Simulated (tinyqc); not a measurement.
Inside a calculation: Schottky barriers and band offsets from neutrality levels. Values are carried at full precision from step to step, so a last printed digit may differ when a step is redone from the rounded ones.

Pinning factor S = 1/(1 + 0.1 (eps - 1)^2); depth of the neutrality level below vacuum PhiN = chi + Eg - EN. Barrier for electrons phi_n = S (WM - PhiN) + (PhiN - chi), for holes phi_p = Eg - phi_n; effective work function PhiN + S (WM - PhiN).

Constants: e^2/(4 pi eps0) = 14.39964547 eV angstrom.

Parameters, chosen for this exercise: Eg1 = 1.11 eV (gap of material 1, near Si); chi1 = 4 eV (its electron affinity); eps1 = 11.75 (its optical dielectric constant); EN1 = 0.29 eV (its neutrality level above the valence top); WM = 4.71 eV (work function of a metal); Eg2 = 5.28 eV (gap of material 2, near Si3N4); chi2 = 2.14 eV (its electron affinity); eps2 = 3.89 (its optical dielectric constant); EN2 = 2.5 eV (its neutrality level above the valence top); dl = 2.3 angstrom (width of the interface dipole layer); ei = 1 (its dielectric constant).

## Barrier of a metal contact

Compare with the Schottky-Mott value WM - chi (S = 1) and full pinning (S = 0).

S = 0.0796
PhiN = 4.820 eV
phi_n = 0.811 eV
phi_p = 0.299 eV
phi_n for S = 1 and S = 0 (eV): 0.710  0.820

The barrier lies 8 % of the way from the pinned to the Schottky-Mott value.

## Band offsets of two materials

Offset of the conduction edges, dEc = Ec(2) - Ec(1) = (chi1 - PhiN1) - (chi2 - PhiN2) + S (PhiN1 - PhiN2), PhiN = chi + Eg - EN, S = 1/(1 + 0.1 (eps - 1)^2) of the material with the wider gap; dEv = Ev(1) - Ev(2) = Eg2 - Eg1 - dEc.

Compare with the affinity rule (S = 1) and aligned neutrality levels (S = 0).

PhiN1, PhiN2 (eV): 4.820  4.920

S = 0.5449
dEc = 1.906 eV
dEv = 2.264 eV
dEc for S = 1 and S = 0 (eV): 1.860  1.960

As a gate insulator on material 1, material 2 should offer 1 eV at each edge; it does at both (smaller barrier 1.91 eV, for electrons).

## The density of gap states that S implies

S and PhiN are those of material 1, from the metal contact. In the picture of a dipole layer, S = 1/(1 + 4 pi (e^2/4 pi eps0) D dl/ei) with D states per area and energy. The charge in the gap states is D (WM - PhiN) S electrons missing per area, and the dipole step is (1 - S)(WM - PhiN). 1 angstrom^-2 = 1e16 cm^-2.

D = 2.777e+14 1/(cm^2 eV)
electrons missing from the gap states (negative: in excess) = -2.43e+12 cm^-2
dipole step = -0.101 eV

A surface holds about 1e15 atoms per cm^2, so 0.2 % of an electron per atom makes this step.

## Checks

- Offset for S = 1 against the difference of the affinities (eV): both 1.860.

(tinyqc, `OMP_NUM_THREADS=1 python tinyqc.py 1880312 1880313 out.jsonl`, Intel(R) Xeon(R) Processor @ 2.30GHz, 1 thread, shared host, about 0.01 s.)
